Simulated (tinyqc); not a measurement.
Inside a calculation. Method: one-electron ion in a basis of Gaussians. Computed by tinyqc, a small Python program that keeps every step. Settings: Z = 6, l = 1. Command: `OMP_NUM_THREADS=1 python tinyqc.py 21057 21058 out.jsonl` (the two numbers bound the seeds that draw the settings). One thread of a shared host (Intel(R) Xeon(R) Processor @ 2.60GHz), about 0.01 s of CPU time with the checks.

## Matrices over normalised Gaussians

exponents of r^l exp(-a r^2) (1/bohr^2): 0.388600  1.599000  6.583000  27.090000  111.500000  459.000000

Z = 6

l = 1

With p = a_i + a_j and I(k) = Gamma((k+1)/2) / (2 p^((k+1)/2)): S = I(2l+2), T = (2l+3) a_i a_j S / p, V = -Z I(2l+1), each divided by sqrt(S_ii S_jj).

S, lower triangle:
```
          1         2         3         4         5         6
1  1.000000
2  0.560327  1.000000
3  0.142611  0.560101  1.000000
4  0.027101  0.142596  0.560288  1.000000
5  0.004749  0.027091  0.142636  0.560209  1.000000
6  0.000815  0.004746  0.027094  0.142581  0.560138  1.000000
```

T (hartree), lower triangle:
```
          1         2          3          4           5            6
1  0.971500
2  0.875858  3.997500
3  0.261647  3.602878  16.457500
4  0.051912  1.076516  14.836539  67.725000
5  0.009195  0.213534   4.433138  61.048089  278.750000
6  0.001583  0.037814   0.879199  18.236244  251.244878  1147.500000
```

V (hartree), lower triangle:
```
           1          2           3           4           5            6
1  -3.979069
2  -3.565506  -8.071501
3  -1.699548  -7.231219  -16.377288
4  -0.641196  -3.447316  -14.674641  -33.222671
5  -0.226720  -1.300399   -6.995821  -29.766727  -67.401177
6  -0.078863  -0.459749   -2.638709  -14.188412  -60.386267  -136.752852
```

## Generalised eigenproblem

H = T + V (hartree), lower triangle:
```
           1          2          3          4           5            6
1  -3.007569
2  -2.689647  -4.074001
3  -1.437901  -3.628341   0.080212
4  -0.589284  -2.370800   0.161897  34.502329
5  -0.217525  -1.086865  -2.562683  31.281362  211.348823
6  -0.077281  -0.421935  -1.759510   4.047832  190.858611  1010.747148
```

Solve H C = S C e through S^(-1/2); each column has its largest component positive (the first on a tie).

eigenvalues of S: 0.161449  0.305225  0.590091  1.052964  1.660265  2.230005

eigenvalues (hartree): -4.483980  -1.915791  5.375278  52.742787  281.267398  1322.571483

coefficients:
```
          1          2          3          4          5          6
1  0.207313   1.147844   0.443237  -0.125345   0.044191  -0.016680
2  0.740595  -0.654360  -1.121555   0.398625  -0.140958   0.052950
3  0.207209  -0.161285   1.215376  -0.945503   0.365064  -0.135887
4  0.019223  -0.013847  -0.005196   1.309951  -0.871612   0.340447
5  0.002221  -0.001604   0.015040  -0.084940   1.320853  -0.814702
6  0.000130  -0.000090  -0.000953   0.016168  -0.099021   1.250733
```

For Z = 6 and l = 1 the exact lowest level is -Z^2/(2 n^2) with n = l + 1: -4.500000 hartree.
